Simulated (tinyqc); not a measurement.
# Changing the donor density N_D

Model: heavy doping: band filling, gap narrowing, band tails and the effective intrinsic density. Computed by tinyqc, a small Python program. Command: `OMP_NUM_THREADS=1 python tinyqc.py 3027920 3027921 out.jsonl gapnarrow sweep`. One thread of a shared host (Intel(R) Xeon(R) Processor @ 2.30GHz), about 0.06 s of CPU time with the checks.

An n-type crystal above its Mott density, with all dopants ionised: n = N_D - N_A, ionised centres N_I = N_D + N_A. Valleys are taken as spherical with mass m_e.

Inputs (values chosen for the exercise, for a model semiconductor):
```
quantity                    value  unit
gap E_g                      2.99    eV
electron mass m_e           0.322   m_0
valleys M_c                     3     -
hole mass m_h                 2.4   m_0
dielectric constant eps      11.1     -
compensation ratio N_A/N_D    0.1     -
temperature T                 400     K
```

Conduction band: parabolic.

Constants: a_0 = 0.529177210903 angstrom; Ry = 13.605693123 eV; k_B = 8.617333262e-05 eV/K; hbar^2/(2 m_0) = 3.80998212 eV angstrom^2; e = 1.602176634e-19 C; eps_0 = 8.8541878128e-12 F/m; e^2/(4 pi eps_0) = 14.39964548 eV angstrom.

Method:
- n = N_D (1 - ratio); Ry* = Ry m_e/eps^2, a* = a_0 eps/m_e; r_s = (3/(4 pi n))^(1/3)/a*; k_F = (3 pi^2 n/M_c)^(1/3); Mott density (0.26/a*)^3.
- n = M_c (1/(2 pi^2)) (m_e/(hbar^2/2m_0))^(3/2) int sqrt(E) f dE, f = 1/(1 + exp((E - E_F)/k_B T)); trapezoid rule in t = sqrt(E/k_B T), step 0.02 up to 12; E_F by bisection from the band edge.
- At T = 0, E_F = (hbar^2/2m_0) k_F^2/m_e; dn/dE_F uses f (1 - f)/k_B T in place of f.
- Screening: q^2 = (e/(eps eps_0)) dn/dE_F. Exchange lowers the conduction band by (1/pi) k_F e^2/(4 pi eps_0 eps) (T = 0 Hartree-Fock at k_F, taken as a rigid shift). Screening raises the valence band by (q/2) e^2/(4 pi eps_0 eps) (static Coulomb hole). The narrowing is the sum; electron correlation and carrier-ion shifts are left out. Root-mean-square potential of randomly placed ions: V_rms = (e^2/(4 pi eps_0 eps)) sqrt(2 pi N_I/q).
- n p/n_i^2 = exp(narrowing/k_B T) x (n/N) exp(-E_F/k_B T), N being the limit of n exp(-E_F/k_B T) far below the edge (taken at E_F = -12 k_B T); apparent narrowing = k_B T ln(n p/n_i^2).

One run for each value; columns: (1) donor density N_D (cm^-3); (2) E_F above the band edge (meV); (3) gap narrowing (meV); (4) screening length 1/q (angstrom); (5) apparent narrowing (meV); (6) V_rms (meV):
```
(1)          (2)     (3)     (4)     (5)     (6)
4.20e+18  -57.23   40.40  24.382  38.231   34.51
7.00e+18  -38.18   50.05  19.252  46.441   39.59
1.20e+19  -17.04   62.29  15.185  56.123   46.04
2.00e+19    4.63   75.83  12.327  65.594   53.55
3.30e+19   28.43   90.67  10.256  73.905   62.74
5.40e+19   55.76  106.36   8.761  79.236   74.18
9.10e+19   91.46  123.73   7.607  78.891   89.73
1.50e+20  135.71  140.99   6.789  69.126  108.83
2.50e+20  196.28  159.59   6.135  44.772  133.57
```

Over the rows, E_F above the band edge (meV) rises from -57.2 to 196; gap narrowing (meV) rises from 40.4 to 160 (exponent d ln y / d ln x 0.42 between the first rows and 0.24 between the last); screening length 1/q (angstrom) falls from 24.4 to 6.14 (exponent d ln y / d ln x -0.46 between the first rows and -0.20 between the last). At the high end the exponent of screening length 1/q is -0.20, close to -0.17: the exponent of Thomas-Fermi screening in a parabolic band. At the low end the exponent of screening length 1/q is -0.46, close to -0.50: Debye screening.

Caution (rows 4.20e18, 7.00e18, 1.20e19, 2.00e19, 3.30e19, 5.40e19): V_rms exceeds both E_F and k_B T, so band tails reshape the edge. Caution (rows 4.20e18, 7.00e18, 1.20e19, 2.00e19): r_s is above 1.2, where these high-density terms are rough. Caution (rows 4.20e18, 7.00e18, 1.20e19, 2.00e19, 3.30e19, 5.40e19): E_F is less than 2 k_B T above the edge: the T = 0 exchange term overstates the shift, and an absorption edge at k_F has no meaning. Caution (rows 2.00e19, 3.30e19, 5.40e19, 9.10e19, 1.50e20, 2.50e20): the screening length is well below a*, where static Thomas-Fermi screening overstates the Coulomb hole.
